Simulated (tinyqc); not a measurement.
Comparisons within one model: hole subbands of a hard-walled well, four-band Luttinger model. A value that a table varies takes the place of the one given here.

Hole energies are counted downwards from the unstrained band edge, c = hbar^2/2m0. After the usual block transformation one block is H = [[P + Q - Zs, R - i S], [R + i S, P - Q + Zs]] in (heavy, light), with P +/- Q = c [(g1 +/- g2) k^2 + (g1 -/+ 2 g2) kz^2], R = sqrt(3) c gR k^2, S = 2 sqrt(3) c g3 k kz, kz = -i d/dz; axial approximation gR = (g2 + g3)/2. Zs = b (e_par - e_perp) is the shear part of the strain (the hydrostatic part shifts all levels alike and is left out). Basis sqrt(2/L) sin(n pi z/L), n = 1 to N, for each component: kz^2 gives (n pi/L)^2 and the heavy-light block is R delta_nm - 2 sqrt(3) c g3 k D_nm with D_nm = 4 n m/(L (n^2 - m^2)) for n + m odd, 0 otherwise. The other block has the same levels. The split-off band is left out, a severe simplification for a spin-orbit splitting near 0.11 eV.

Constants: hbar^2/2m0 = 3.80998211 eV angstrom^2.

Inputs chosen for the exercise (near those of InP; shifted at random, so the results belong to these values and not to a real crystal):
- g1 = 5.01 (Luttinger gamma1)
- g2 = 1.6 (gamma2)
- g3 = 2.08 (gamma3)
- L = 125 angstrom (well width along [001])
- k = 0.0158 1/angstrom (wave vector in the plane)
- Zlist = (-0.0182, -0.0097, -0.0069, -0.0034, 0, 0.0052, 0.0164) eV (shear strain energies (negative: tension in the plane, for b < 0))

## Which coupling does what

shear strain energy Zs = 0.016580 eV
N = 20, at the given k. Diagonal: R = S = 0. Along [100] and [110] gR is g2 and g3 instead of their mean.

Hole energies (meV):

| model | E1 | E2 | E3 | E4 |
|---|---|---|---|---|
| diagonal | -5.94 | 7.13 | 28.91 | 39.58 |
| R alone | -6.14 | 7.03 | 28.86 | 39.78 |
| S alone | -6.85 | 3.22 | 23.35 | 40.55 |
| axial | -7.06 | 3.15 | 23.30 | 40.72 |
| [100] | -7.01 | 3.17 | 23.31 | 40.68 |
| [110] | -7.11 | 3.13 | 23.29 | 40.76 |

The couplings move E1 by -1.12 meV: R alone by -0.20, S alone by -0.91, so S matters more at k L/pi = 0.63 (R grows as k^2 and joins equal n, S as k and joins n of opposite parity). Warping spreads E1 by 0.11 meV between [100] and [110], the hole being heavier along [110]; the axial value lies between them.

## Strain

N = 20. dE is the rise of the top subband from k = 0 to k1 = pi/(4L), m1 = c k1^2/dE (dash if dE is not positive), and the heavy weight is taken at k = pi/L.

Top subband:

| Zs (eV) | HH1 (meV) | LH1 (meV) | dE (meV) | heavy weight | m1 (m0) |
|---|---|---|---|---|---|
| -0.0182 | 22.6 | 1.6 | 0.080 | 0.136 | 1.876 |
| -0.0097 | 14.1 | 10.1 | -0.317 | 0.265 | - |
| -0.0069 | 11.3 | 12.9 | 0.416 | 0.336 | 0.362 |
| -0.0034 | 7.8 | 16.4 | 0.751 | 0.450 | 0.200 |
| 0.0000 | 4.4 | 19.8 | 0.785 | 0.581 | 0.192 |
| 0.0052 | -0.8 | 25.0 | 0.815 | 0.769 | 0.185 |
| 0.0164 | -12.0 | 36.2 | 0.854 | 0.931 | 0.176 |

HH1 and LH1 cross at Zs = -2 c g2 (pi/L)^2 = -0.0077 eV; for more negative Zs the light hole is on top. Among the rows with HH1 on top, m1 goes from 0.362 to 0.176 m0 as the splitting widens from 2 to 48 meV, against the unmixed 1/(g1 + g2) = 0.151: compression lightens the holes here. A dash marks a top subband whose hole energy at k1 lies below that at k = 0: an electron-like (negative) mass. m1 describes the neighbourhood of k = 0 only; where HH1 and LH1 lie close, the band may peak further out.

## Size of the sine basis

The four lowest hole energies at the given k for growing N.

Hole energies (meV):

| N | E1 | E2 | E3 | E4 |
|---|---|---|---|---|
| 2 | -6.953 | 4.607 | 42.212 | 99.765 |
| 3 | -7.016 | 3.267 | 25.232 | 42.102 |
| 4 | -7.038 | 3.245 | 23.473 | 40.918 |
| 6 | -7.050 | 3.175 | 23.352 | 40.757 |
| 10 | -7.054 | 3.153 | 23.314 | 40.723 |
| 20 | -7.055 | 3.148 | 23.304 | 40.716 |
| 40 | -7.055 | 3.148 | 23.302 | 40.715 |
| 80 | -7.055 | 3.148 | 23.302 | 40.715 |

Is N = 3 enough for 1 meV in the two lowest levels?

Yes: against N = 80, N = 3 errs by up to 0.12 meV in E1 and E2, always upwards, as a variational basis must. Both are within 0.1 meV of N = 80 from N = 4 on; N = 40 and N = 80 differ by 7.7e-05 meV at most.

Run: tinyqc, `OMP_NUM_THREADS=1 python tinyqc.py 1282114 1282115 out.jsonl`; Intel(R) Xeon(R) Processor @ 2.30GHz, one thread, shared host; about 0.2 s of CPU time with all checks.
